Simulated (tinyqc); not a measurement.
Adsorption as a lattice gas: isotherms with interactions, competition, desorption peaks and saturation dose: one step, computed by the program tinyqc.

One adsorbate per site; a molecule needs 1 empty site. Gas and surface have the same temperature.

Task: Coverage with interactions. With u = w/(k_B T). Mean field: theta/(1 - theta) = y exp(-z u theta). Quasi-chemical: theta/(1 - theta) = y [(r - 1 + 2 theta)(1 - theta)/((r + 1 - 2 theta) theta)]^(-z/2) exp(-z u/2), r = sqrt(1 - 4 theta (1 - theta)(1 - exp(-u))).

Inputs (values chosen for the exercise, for a model surface): pair energy w (positive repels) = -0.012 eV; neighbours z = 6; temperature T = 558 K.

Adsorption: molecular (first order).

y = 2.643568

Constants: k_B = 8.617333262e-05 eV/K.

Give: u; coverage, mean field; coverage, quasi-chemical.

Result:

u = -0.24956

coverage, mean field = 0.91195

coverage, quasi-chemical = 0.91075
